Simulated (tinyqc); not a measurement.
From results back to parameters: heavy doping: gap narrowing, degeneracy and the minority density. Two cases, with inputs chosen for the exercise.

Problem. The minority density was computed from a hidden true narrowing dEg.

F_j(eta) = (1/Gamma(j + 1)) integral_0^infinity x^j dx/(1 + exp(x - eta)), which tends to exp(eta) for eta << 0.

Majority: N = Nv F_1/2(eta), eta the distance of EF beyond the majority band edge in kT. Degeneracy factor gam = F_1/2(eta)/exp(eta). ni0^2 = Nc Nv exp(-Eg/kT); product n p = ni0^2 gam exp(dEg/kT), dEg the true narrowing; apparent narrowing dEa = dEg + kT ln gam; minority density = n p/N.

Constants: kB = 8.617333262e-05 eV/K.

Case 1.

Values chosen (gap and densities of states near those of Si at this temperature; narrowing constants near the fits for Si; not measured data):
- N = 7e+17 1/cm^3 (ionised acceptors, equal to the majority density)
- Eg = 1.131 eV (gap)
- Nc = 2.08e+19 1/cm^3 (conduction-band density of states)
- Nv = 8.48e+18 1/cm^3 (valence-band density of states)
- T = 250 K

minority density = 0.0183161 1/cm^3

Case 2.

Values chosen (gap and densities of states near those of Si at this temperature; narrowing constants near the fits for Si; not measured data):
- N = 1.4e+18 1/cm^3 (ionised acceptors, equal to the majority density)
- Eg = 1.079 eV (gap)
- Nc = 4.82e+19 1/cm^3 (conduction-band density of states)
- Nv = 2.18e+19 1/cm^3 (valence-band density of states)
- T = 450 K

minority density = 1.48943e+09 1/cm^3

Find: dEa; gam; dEg.

Solution. dEa = kT ln(minority x N/ni0^2); gam follows from N alone, and dEg = dEa - kT ln gam.

Case 1.

dEa = 32.81 meV
gam = 0.9713
dEg = 33.44 meV

Case 2.

dEa = 34.10 meV
gam = 0.9776
dEg = 34.98 meV

Computed by tinyqc, one run a case: `OMP_NUM_THREADS=1 python tinyqc.py N N+1 out.jsonl` with N = 1681261, 1681462; one thread of a shared Intel(R) Xeon(R) Processor @ 2.30GHz, about 0.02 s a run at most.
